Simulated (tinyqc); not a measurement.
sp3s* tight binding: one step. Levels at this k. The numbers come from values chosen for the exercise (near a published set for InP, fitted to gaps, whose masses and valley positions are rough; spin-orbit coupling, where it is added without a refit, lifts the valence top and shrinks all gaps by about a third of the splitting).

H(k) (eV):
```
,sa,xa,ya,za,s*a,sc,xc,yc,zc,s*c
sa,-8.535000,0,0,0,0,-4.982672,0.824231i,0,0,0
xa,0,0.872000,0,0,0,-2.046036i,1.756348,0,0,-1.644044i
ya,0,0,0.872000,0,0,0,0,1.756348,1.555694i,0
za,0,0,0,0.872000,0,0,0,1.555694i,1.756348,0
s*a,0,0,0,0,8.290000,0,1.267085i,0,0,0
sc,-4.982672,2.046036i,0,0,0,-1.488000,0,0,0,0
xc,-0.824231i,1.756348,0,0,-1.267085i,0,4.053000,0,0,0
yc,0,0,1.756348,-1.555694i,0,0,0,4.053000,0,0
zc,0,0,-1.555694i,1.756348,0,0,0,0,4.053000,0
s*c,0,1.644044i,0,0,0,0,0,0,0,7.101000
```

Task: Diagonalise H, which belongs to k = (0.24, 0, 0) (2 pi/a). Four bands are filled (two electrons each); give the make-up of band 5, the lowest empty one.

Give: levels; weights of band 5; weight of band 5 on atom a.

Result:

levels (eV): -11.2130  -1.4650  -0.3720  -0.3720  2.2735  4.4342  5.2970  5.2970  7.5790  8.6843

weights of band 5: s 0.652, p 0.319, s* 0.029

weight of band 5 on atom a = 0.341

The vertical gap at this k is 2.6455 eV; band 5 is mostly s-like.

Run: tinyqc, `OMP_NUM_THREADS=1 python tinyqc.py 1480257 1480258 out.jsonl`; Intel(R) Xeon(R) Processor @ 2.30GHz, one thread, shared host; about 0.2 s of CPU time with all checks.
